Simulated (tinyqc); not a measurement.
Image-sensor pixel with a pinned photodiode, signal and noise: one step of the calculation.

A buried n layer between a heavily doped p+ surface layer and a p layer is emptied into a floating diffusion, read through a source follower with correlated double sampling (reset noise cancelled). One-dimensional abrupt junctions; no blooming, lag or crosstalk.

Problem. Pinning voltage and diode capacity. With k = 1 + Nn/Np, the two depletion regions meet at depth x = a sqrt(k)/(1 + sqrt(k)) from the p+ side; pinning voltage Vp = q Nn x^2/(2 eps0 eps_r) - Vb. Electrons in the diode at zero bias: Nn A [a - x0 (1 + 1/sqrt(k))], x0 = sqrt(2 eps0 eps_r Vb/(q Nn)).

Values chosen for this exercise; material values close to those of silicon:
- eps_r = 11.5 (relative permittivity of the semiconductor)
- A = 0.45 um^2 (photodiode area)
- Nn = 1e17 cm^-3 (doping of the buried n layer)
- a = 190 nm (thickness of that layer)
- Np = 1.6e16 cm^-3 (doping of the p layer below)
- Vb = 0.8 V (built-in voltage)

Constants: q = 1.602176634e-19 C, eps0 = 8.8541878128e-14 F/cm where lengths are in cm. Results are converted to the units shown.

Find: k; x; Vp; diode capacity.

Solution.

k = 7.250
x = 138.5 nm
Vp = 0.7101 V
diode capacity = 2327 electrons

tinyqc, about 0.01 s, one thread, Intel Xeon 2.30GHz (shared host): `OMP_NUM_THREADS=1 python tinyqc.py 2630059 2630060 out.jsonl`
